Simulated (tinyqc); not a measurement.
Hot electrons in a saturated n-channel MOSFET, lucky-electron model: two steps of the calculation.

Beyond pinch-off the lateral field grows as Esat cosh(y/l) over the velocity-saturated region (pseudo-two-dimensional model). Impact ionisation in this region gives the substrate current, which biases the body forward through Rsub. Currents are per width. Local-field laws: they overstate ionisation when the field peak is narrower than an energy relaxation length.

Inputs (values chosen for the exercise); values close to those of silicon n-channel devices:
- L = 0.35 um (channel length)
- tox = 8.7 nm (oxide thickness)
- xj = 120 nm (junction depth)
- VT = 0.6 V (threshold)
- mu = 320 cm^2/(V s) (effective mobility)
- vs = 9.5e6 cm/s (saturation velocity)
- Ai = 2e6 1/cm (ionisation prefactor)
- Bi = 1.67 MV/cm (ionisation field)
- Rd = 0 ohm um (resistance of the lightly doped drain)
- Rsub = 29000 ohm um (substrate resistance)
- kb = 0.44 (fall of VT per volt of forward body bias)
- Vd = 2.9 V (drain voltage)
- Vg = 1.7 V (gate voltage)

Constants: eps0 = 8.8541878128e-14 F/cm where lengths are in cm. Results are converted to the units shown.

Problem 1. Length and field scales. Cox = 3.9 eps0/tox, l = sqrt(3 tox xj), Esat = 2 vs/mu.

Find: Cox; l; Esat; Esat L.

Solution 1.

Cox = 0.39691 uF/cm^2
l = 55.964 nm
Esat = 0.059375 MV/cm
Esat L = 2.0781 V

Problem 2. Body bias from the substrate current. Cox = 3.9 eps0/tox. Overdrive g = Vg - VT + kb Vb; Vdsat = g Esat L/(g + Esat L); Id = Cox vs (g - Vdsat); dV = Vd - Id Rd - Vdsat; Em = sqrt((dV/l)^2 + Esat^2); Isub = Id (Ai/Bi) l Em exp(-Bi/Em). Vb(new) = Rsub Isub.

Vb after iteration 1 = 0.15896222 V
l = 55.964274 nm
Esat = 0.059375000 MV/cm

Give: Vdsat; Id; dV; Em; Isub; Vb after iteration 2.

Solution 2.

Vdsat = 0.74853 V
Id = 158.90 uA/um
dV = 2.1515 V
Em = 0.38899 MV/cm
Isub = 5.6599 uA/um
Vb after iteration 2 = 0.16414 V

Computed by the program tinyqc: `OMP_NUM_THREADS=1 python tinyqc.py 2550042 2550043 out.jsonl`, one thread of a shared Intel Xeon 2.30GHz, about 0.01 s for the whole run.
